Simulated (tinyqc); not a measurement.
Stark shift: stepped quantum well by finite differences.

Finite differences on points z_i at the centres of cells of width h: H_ii = (c/h^2)(1/m_(i-1/2) + 1/m_(i+1/2)) + V_i, H_(i,i+1) = -(c/h^2)/m_(i+1/2), where m_(i+1/2) is the mean of the masses at the two points (the end values are repeated outwards), psi = 0 on the points beyond both ends, c = hbar^2/2m0. The field adds e F (z - z0) with z0 the middle of the structure; 1 kV/cm = 1e-5 eV/angstrom.

Constants: hbar^2/2m0 = 3.80998211 eV angstrom^2.

Inputs chosen for the exercise (out of a larger set: near those of a GaAs well in AlGaAs; not measured data): layers = ((45, 0.34, 0.1019), (30, 0, 0.0689), (45, 0.184, 0.0867), (45, 0.34, 0.1019)) (each layer: thickness in angstrom, band edge in eV, mass in m0); hf = 0.9375 angstrom (cell width of the fine grid); Fs = (0, 16.7, 33.3, 50, 66.7, 83.3, 100) kV/cm (fields).

Fine grid. Perturbation theory: dE1 = e F z_11 - beta (e F)^2 with beta = sum_j z_1j^2/(E_j - E_1) over the 13 next levels at zero field, z from z0.

Levels against field:
```
F (kV/cm)  E1 (eV)  E2 (eV)  dE1 (meV)  second order (meV)  <z - z0> (angstrom)  E2 - E1 (meV)
0           0.1219   0.2813       0.00                0.00                -17.3          159.4
16.7        0.1189   0.2838      -2.93               -2.93                -17.8          164.8
33.3        0.1160   0.2861      -5.91               -5.92                -18.2          170.2
66.7        0.1097   0.2903     -12.12              -12.16                -19.0          180.6
83.3        0.1066   0.2921     -15.30              -15.37                -19.3          185.5
100         0.1033   0.2937     -18.56              -18.68                -19.7          190.4
```

Give the missing row, F (kV/cm) = 50.0.

Computed row:
```
F (kV/cm)  E1 (eV)  E2 (eV)  dE1 (meV)  second order (meV)  <z - z0> (angstrom)  E2 - E1 (meV)
50.0        0.1129   0.2883      -8.98               -9.00                -18.6          175.4
```

z_11 = -17.32 angstrom
beta = 1359 angstrom^2/eV

The state sits -17.3 angstrom off the middle at zero field, so the shift starts linearly in F. At 100 kV/cm E1 has moved by -18.56 meV, where second order gives -18.68 meV; they differ by 0.7 % there. The electron moves by -2.4 angstrom, against the rise of the potential. From 66.7 kV/cm on E2 lies above the lowest point of the outer barrier, so it is a resonance or a state of the finite grid, held or pushed up by its ends. E2 - E1 grows with the field; the ends are 159.4 and 190.4 meV.

Run: tinyqc, `OMP_NUM_THREADS=1 python tinyqc.py 1250133 1250134 out.jsonl`; Intel(R) Xeon(R) Processor @ 2.30GHz, one thread, shared host; about 0.02 s of CPU time with all checks.
